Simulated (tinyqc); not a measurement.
## CMOS inverter, nodal equation and switching: effect of the supply voltage

An n-channel pull-down (bn, VTn) and a p-channel pull-up (bp, VTp) share the input Vin and the output node Vout, which carries the load C. Transistor (EKV form, voltages against the body): I = 2 n b Vt^2 [F(vp - Vs) - F(vp - Vd)] from drain to source, F(v) = ln^2(1 + exp(v/(2 Vt))), vp = (Vg - VT + sg |Vd - Vs|)/n. n-channel bodies are at 0; for the p-channel device all voltages are counted down from Vdd. b in uA/V^2 gives I in uA. Static: In = Ip. Transient: C dVout/dt = Ip - In. No velocity saturation, no gate capacitance beyond C.

VM solves In = Ip with Vin = Vout; VIL and VIH are the inputs of gain -1, NML = VIL - Vout(VIH), NMH = Vout(VIL) - VIH. For a step input the delay to Vdd/2 is tHL = C times the integral of dV/(In - Ip) from Vdd/2 to Vdd at Vin = Vdd, and tLH likewise with Ip - In from 0 to Vdd/2 at Vin = 0.

Inputs (values chosen for the exercise): temperature T = 300 K; slope factor n = 1.22; drain-induced barrier lowering sg = 0.033; n-channel threshold VTn = 0.37 V; p-channel threshold (magnitude) VTp = 0.31 V; gain factor of the pull-down transistor bn = 630 uA/V^2; gain factor of the pull-up transistor bp = 820 uA/V^2; load capacitance C = 3.2 fF.

Constants: q = 1.602176634e-19 C, kB = 1.380649e-23 J/K, Vt = kB T/q. Results are converted to the units shown.

Effect of the supply voltage:

| Vdd (V) | VM (V) | gain at VM | NML (V) | NMH (V) | tHL (ps) | tLH (ps) |
|---|---|---|---|---|---|---|
| 0.2 | 0.1320 | -11.69 | 0.1034 | 0.03497 | 6.378e4 | 8032 |
| 0.3 | 0.1830 | -24.57 | 0.1514 | 0.08283 | 4707 | 794.0 |
| 0.4 | 0.2333 | -29.22 | 0.1989 | 0.1301 | 556.5 | 152.8 |
| 0.5 | 0.2836 | -30.11 | 0.2456 | 0.1762 | 140.3 | 56.75 |
| 0.6 | 0.3341 | -30.26 | 0.2906 | 0.2201 | 61.40 | 30.66 |
| 0.8 | 0.4366 | -30.30 | 0.3726 | 0.2962 | 24.51 | 14.67 |
| 1 | 0.5412 | -30.30 | 0.4437 | 0.3542 | 14.47 | 9.341 |
| 1.2 | 0.6471 | -30.30 | 0.5090 | 0.4009 | 10.08 | 6.783 |

As Vdd goes from 0.2 to 1.2 V, VM rises from 0.132 to 0.647 V, the size of the gain rises from 11.7 to 30.3, tHL falls from 63800 to 10.1 ps and tLH falls from 8030 to 6.78 ps. The smaller margin is largest, 0.401 V, at Vdd = 1.2 V among the rows. For Vdd = 1 to 1.2 V the overdrive passes 0.5 V, where velocity saturation, left out here, would lengthen the delays of short devices. For Vdd = 0.2 to 0.3 V the supply is below a threshold, where mismatch, left out here, dominates margins and delay.

Program tinyqc, `OMP_NUM_THREADS=1 python tinyqc.py 2340161 2340162 out.jsonl`; Intel Xeon 2.30GHz, shared host, one thread, about 0.06 s.
